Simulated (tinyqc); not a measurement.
Comparisons within one model: three-level Kane dispersion of a narrow-gap semiconductor. A value that a table varies takes the place of the one given here.

Zero of energy at Gamma8, c = hbar^2/2m0, P^2 = Ep c. The free-electron term and remote bands are left out, so the heavy holes are flat at E = 0 and the other three bands obey E (E - Eg)(E + Dso) = P^2 k^2 (E + 2 Dso/3). The conduction band is the highest root; its edge is Ec = max(Eg, 0).

Degenerate electrons at T = 0: kF = (3 pi^2 n)^(1/3), 1 cm^-3 = 1e-24 angstrom^-3; EF is the highest root at kF. The momentum (cyclotron, optical) mass is m(E) = hbar^2 k/(dE/dk) = c d(k^2)/dE with d(k^2)/dE = k^2 [1/E + 1/(E - Eg) + 1/(E + Dso) - 1/(E + 2 Dso/3)]; the density of states is k d(k^2)/dE/(2 pi^2).

Edge mass m0* = 3 |Eg|/(2 Ep).
Constants: hbar^2/2m0 = 3.80998211 eV angstrom^2.

Values chosen for the exercise (near those of grey Sn; the results hold for these values, not for the real material):
- Eg = -0.415 eV (E(Gamma6) - E(Gamma8))
- Dso = 0.81 eV (spin-orbit splitting)
- Ep = 23.7 eV (Kane energy)
- k = 0.021 1/angstrom (wave vector)
- n = 7.2e+16 cm^-3 (electron density)

## Filling the band

n from 1e15 to 1e19 cm^-3. The last column is the local power d ln(EF - Ec)/d ln n = kF^2/(1.5 (EF - Ec) d(k^2)/dE).

Results:

| n (cm^-3) | kF (1/angstrom) | EF - Ec (meV) | parabolic (meV) | m(EF) | m(EF)/m0* | power |
|---|---|---|---|---|---|---|
| 1.0e+15 | 0.00309 | 1.4 | 1.4 | 0.0264 | 1.00 | 0.665 |
| 1.0e+16 | 0.00667 | 6.4 | 6.4 | 0.0269 | 1.02 | 0.659 |
| 3.0e+16 | 0.00961 | 13.1 | 13.4 | 0.0275 | 1.05 | 0.652 |
| 1.0e+17 | 0.01436 | 28.5 | 29.9 | 0.0289 | 1.10 | 0.636 |
| 3.0e+17 | 0.02071 | 56.5 | 62.2 | 0.0315 | 1.20 | 0.611 |
| 1.0e+18 | 0.03094 | 115.4 | 138.8 | 0.0369 | 1.40 | 0.572 |
| 3.0e+18 | 0.04462 | 211.2 | 288.8 | 0.0454 | 1.73 | 0.528 |
| 1.0e+19 | 0.06665 | 387.2 | 644.4 | 0.0607 | 2.31 | 0.480 |

The power falls from 0.665 to 0.480: 2/3 marks a parabola, 1/3 a linear band. The parabola is within 10 % up to n = 1.0e+17 cm^-3. The mass has doubled by n = 1.0e+19 cm^-3 and ends at 2.3 times its edge value. Side valleys are left out; where they lie low (GaSb, grey Sn: about 0.1 eV) they take the electrons long before the last rows.

## Closing and inverting the gap

Eg is varied at fixed k, Dso and Ep. Edge mass: Eg (Eg + Dso)/(Ep (Eg + 2 Dso/3)) for Eg > 0, 3 |Eg|/(2 Ep) for Eg < 0. The Gamma6 weight of the conduction state is 1/(1 + P^2 k^2 [(2/3)/E^2 + (1/3)/(E + Dso)^2]).

Results:

| Eg (eV) | m0* | highest root (eV) | middle (eV) | lowest (eV) | E - Ec (meV) | Gamma6 weight |
|---|---|---|---|---|---|---|
| -0.400 | 0.02532 | 0.0597 | -0.4274 | -0.8423 | 59.7 | 0.118 |
| -0.200 | 0.01266 | 0.0948 | -0.2727 | -0.8321 | 94.8 | 0.252 |
| -0.080 | 0.00506 | 0.1333 | -0.1947 | -0.8285 | 133.3 | 0.398 |
| -0.020 | 0.00127 | 0.1598 | -0.1627 | -0.8271 | 159.8 | 0.487 |
| 0.020 | 0.00125 | 0.1805 | -0.1442 | -0.8263 | 160.5 | 0.547 |
| 0.080 | 0.00485 | 0.2159 | -0.1207 | -0.8252 | 135.9 | 0.632 |
| 0.200 | 0.01152 | 0.3003 | -0.0870 | -0.8234 | 100.3 | 0.766 |
| 0.400 | 0.02173 | 0.4672 | -0.0560 | -0.8212 | 67.2 | 0.885 |

The edge mass vanishes with |Eg| from both sides, yet the kinetic energy at this k stays finite, at most 160.5 meV in the table; at Eg = 0 the two-level form, without the split-off band, gives the linear value sqrt(2/3) P k = 162.9 meV. The Gamma6 weight of the conduction state goes smoothly from 0.12 to 0.89 and is 0.49 and 0.55 in the two rows next to Eg = 0: at finite k nothing jumps at the inversion.

## What each parameter does

Edge mass, EF - Ec and m(EF). Each row changes one parameter from the base and keeps the others.

Results:

| case | m0* (m0) | EF - Ec (meV) | m(EF) (m0) |
|---|---|---|---|
| base | 0.02627 | 23.08 | 0.02842 |
| n = 1.44e+17 cm^-3 | 0.02627 | 35.85 | 0.02961 |
| Eg = -0.3527 eV | 0.02232 | 26.70 | 0.02494 |
| Dso = 0.6885 eV | 0.02627 | 23.13 | 0.02830 |
| Ep = 20.145 eV | 0.03090 | 19.73 | 0.03307 |

The largest shifts from the base row, up to three for each result and ties (the steps differ in size, so this ranks the rows, not the parameters). m0* (m0): Ep +0.00464, Eg -0.00394; unchanged at the printed digits by n and Dso. EF - Ec (meV): n +12.78, Eg +3.62, Ep -3.35. m(EF) (m0): Ep +0.00465, Eg -0.00349, n +0.00118.

Computed by tinyqc, a small Python program: `OMP_NUM_THREADS=1 python tinyqc.py 1050169 1050170 out.jsonl` (the numbers bound the seed that draws the inputs); one thread of a shared host (Intel(R) Xeon(R) Processor @ 2.30GHz), about 0.01 s for the whole set of steps.
